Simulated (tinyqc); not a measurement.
Energy and delay of logic against supply voltage: course of the iteration.

One expression serves below and above threshold: I(Vg) = Ik [ln(1 + exp((Vg - VT + dd V)/(al nf Vt)))]^al, with I_on = I(V) and I_off = I(0). Gate delay td = kd C V/I_on, clock period LD td. Per gate and cycle the switching energy is act C V^2 and the leakage energy I_off V LD td. No short-circuit current, no variation. Minima are sought above 0.09 V; below a few Vt gates no longer switch and the model has no meaning.

Start: V = 0.23 V.

Minimum-energy supply: E(V) is the energy per gate and cycle; with h = 0.001 V, E' = (E(V + h) - E(V - h))/(2 h), E'' = (E(V - h) - 2 E(V) + E(V + h))/h^2, V(new) = V - E'/E''.

Stop when the step is below 1e-9 V, or after 40 iterations.

Values chosen for this exercise; values of the order met in logic technologies: temperature T = 300 K; threshold voltage at zero drain bias VT = 0.43 V; slope factor nf = 1.11; barrier lowering per volt of supply dd = 0.1; specific current of a gate Ik = 2.1 uA; exponent of the current law al = 1.85; load capacitance of a gate C = 1.4 fF; delay factor kd = 1.2; logic depth LD = 12; activity factor act = 0.05.

Constants: q = 1.602176634e-19 C, kB = 1.380649e-23 J/K, Vt = kB T/q. Results are converted to the units shown.

Course of the iteration:
```
iteration  V before the step (V)   step (V)
1                           0.23    -0.0624
2                       0.167626     0.0161
3                       0.183724    1.87e-3
4                       0.185589    2.46e-5
5                       0.185614    4.01e-9
6                       0.185614  -3.80e-14
```

Did this iteration meet its convergence test, and what does its course show?

Yes. Converged in 6 iterations. There leakage makes up 31.2 % of the energy and the clock runs at 0.212 MHz.

Program tinyqc, `OMP_NUM_THREADS=1 python tinyqc.py 2082080 2082081 out.jsonl`; Intel Xeon 2.30GHz, shared host, one thread, about 0.01 s.
